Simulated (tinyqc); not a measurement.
Inside a calculation: smearing for a one-band metal on the square lattice. Values are carried at full precision from step to step, so a last printed digit may differ when a step is redone from the rounded ones.

Lattice vectors (units of a): a1 = (1, 0), a2 = (0, 1). E(k) = -t A_1(k) - t2 A_2(k), A_m the sum of cos(k . R) over the 4 nearest and 4 second lattice vectors. Mesh k = sum (j_i/N) b_i, j_i = 0 .. N-1.

Parameters, chosen for this exercise: t = 1.43 eV (nearest hopping); t2 = -0.32 eV (second hopping); N = 8 (unshifted mesh); ne = 1.62 (electrons per cell); sigma = 0.286 eV (width).

## Levels on the mesh

Evaluate the band and collect equal energies with their counts.

Distinct levels:
```
E_k (eV)  points
-4.4400        1
-3.9772        4
-3.4047        4
-2.8600        4
-2.0223        8
-1.7428        4
-1.2800        2
-0.6400        8
-0.0674        4
0.0000         4
2.0223         8
2.8600         4
4.6847         4
5.7874         4
7.0000         1
```

15 distinct levels; the mean spacing is 0.817 eV.

## Fermi level with Gaussian smearing

With x = (E_k - mu)/sigma: Gaussian f = erfc(x)/2, s = exp(-x^2)/(2 sqrt(pi)). With weights w = points/N^d (d the dimension), mu solves 2 sum w f = ne; E = 2 sum w f E_k, S = 2 sum w s, F = E - sigma S.

Weights w = points/total. Bisection from the lowest and highest level; ten steps are shown.

Bisection:
```
step  low (eV)  high (eV)  mu (eV)  electrons
1      -4.4400     7.0000   1.2800     1.3438
2       1.2800     7.0000   4.1400     1.7192
3       1.2800     4.1400   2.7100     1.6223
4       1.2800     2.7100   1.9950     1.4553
5       1.9950     2.7100   2.3525     1.5817
6       2.3525     2.7100   2.5312     1.5988
7       2.5312     2.7100   2.6206     1.6081
8       2.6206     2.7100   2.6653     1.6145
9       2.6653     2.7100   2.6877     1.6183
10      2.6877     2.7100   2.6988     1.6202
```

## Occupations and energies

Converge mu, then list x, f and s of each level and form the sums.

mu = 2.6975 eV

x, f and s of each level:
```
E_k (eV)       x       f       s
-4.4400   -24.96  1.0000  0.0000
-3.9772   -23.34  1.0000  0.0000
-3.4047   -21.34  1.0000  0.0000
-2.8600   -19.43  1.0000  0.0000
-2.0223   -16.50  1.0000  0.0000
-1.7428   -15.53  1.0000  0.0000
-1.2800   -13.91  1.0000  0.0000
-0.6400   -11.67  1.0000  0.0000
-0.0674    -9.67  1.0000  0.0000
0.0000     -9.43  1.0000  0.0000
2.0223     -2.36  0.9996  0.0011
2.8600      0.57  0.2108  0.2043
4.6847      6.95  0.0000  0.0000
5.7874     10.80  0.0000  0.0000
7.0000     15.04  0.0000  0.0000
```

E = -1.8101 eV
S = 0.0258
F = -1.8175 eV
(E + F)/2 = -1.8138 eV

Levels with f between 0.001 and 0.999: 1. (E + F)/2 removes the term in sigma^2 for this scheme. That argument needs a smooth density of states, and the number of distinct levels within 2 sigma of mu is only 1, so it may fail on this mesh.

## Checks

- The slope dF/d sigma by finite differences against -S: both -0.025801.
- The slope dF/d ne by finite differences against mu (eV): both 2.6975.

(tinyqc, `OMP_NUM_THREADS=1 python tinyqc.py 1650848 1650849 out.jsonl`, Intel(R) Xeon(R) Processor @ 2.30GHz, 1 thread, shared host, about 0.07 s.)
